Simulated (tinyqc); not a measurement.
Leakage against temperature: trap-assisted generation and recombination current of an abrupt junction. Computed by tinyqc, a small Python program. Command: `OMP_NUM_THREADS=1 python tinyqc.py 3026740 3026741 out.jsonl junctionleak walk`. One thread of a shared host (Intel(R) Xeon(R) Processor @ 2.30GHz), about 0.01 s of CPU time with the checks.

Depletion approximation, flat quasi-Fermi levels across the depleted layer, long neutral regions with minority lifetimes tau_n and tau_p, full ionisation and Boltzmann statistics. Voltages in exponents stand for e V.

Inputs (values chosen for the exercise, with bands and screening modelled on CdTe): gap E_g = 1.51 eV; electron mass m_e = 0.0945 m_0; valleys M_c = 1; hole mass m_h = 0.612 m_0; dielectric constant eps = 10.3; acceptor density N_A = 6.6e+16 cm^-3; donor density N_D = 1.6e+18 cm^-3; capture time tau_n = 5.3e-05 s; capture time tau_p = 1.9e-05 s; trap level E_t - E_i = 0 eV; electron diffusion coefficient D_n = 49 cm^2/s; hole diffusion coefficient D_p = 4.5 cm^2/s; reverse bias V_r = 3.2 V; temperature T = 350 K.

Field enhancement: none.

Constants: k_B = 8.617333262e-05 eV/K; m_0 = 9.1093837015e-31 kg; k_B = 1.380649e-23 J/K; h = 6.62607015e-34 J s; e = 1.602176634e-19 C; eps_0 = 8.8541878128e-12 F/m.

Method:
- N_c = 2 M_c (2 pi m_e k_B T/h^2)^(3/2) and N_v = 2 (2 pi m_h k_B T/h^2)^(3/2), masses in units of m_0.
- n_i = sqrt(N_c N_v) exp(-E_g/2 k_B T); V_bi = (k_B T/e) ln(N_A N_D/n_i^2); diffusion saturation current J_d0 = e n_i^2 [sqrt(D_n/tau_n)/N_A + sqrt(D_p/tau_p)/N_D].
- W = sqrt(2 eps eps_0 (V_bi - V)(1/N_A + 1/N_D)/e), x_p = W N_D/(N_A + N_D), x_n = W - x_p, peak field F_m = 2 (V_bi - V)/W; reverse bias means V = -V_r.
- Potential from the p edge: phi = (V_bi - V) x^2/(x_p W) on the p side and (V_bi - V)[1 - (W - x)^2/(x_n W)] on the n side; p = N_A exp(-phi/k_B T), n = n_i^2 exp(V/k_B T)/p; U = (n p - n_i^2)/[tau_p (n + n_i exp(dE/k_B T)) + tau_n (p + n_i exp(-dE/k_B T))], dE = E_t - E_i, n1 = n_i exp(dE/k_B T), p1 = n_i exp(-dE/k_B T); J_t = e int U dx by the trapezoid rule on 400 intervals on each side.
- The gap, capture times and diffusion coefficients are held fixed. J_g = -J_t at V = -V_r. The last column is -k_B d ln(J_g + J_d0)/d(1/T) from this row and the one above.

Reverse current:
```
T (K)  generation (A/cm^2)  diffusion (A/cm^2)  activation energy (eV)
280             2.3352e-15          1.1242e-23                       -
320             1.4362e-13          4.1894e-20                 0.79510
350             1.7271e-12          5.9885e-18                 0.80011
390             2.6689e-11          1.4072e-15                 0.80511
440             4.1512e-10          3.3336e-13                 0.81184
490             3.7628e-09          2.6792e-11                 0.82143
560             4.3682e-08          3.4940e-09                 0.85181
```

What follows from these numbers?

The activation energy goes from 0.795 to 0.852 eV. Generation alone gives about E_g/2 + dE if tau_p exp(dE/k_B T) exceeds tau_n exp(-dE/k_B T), else E_g/2 - dE, here 0.755 eV, plus 1.5 k_B T and diffusion E_g = 1.51 eV plus 3 k_B T; generation rules in every row.

Extremes, crossings and ranges named in words are read from the listed rows.
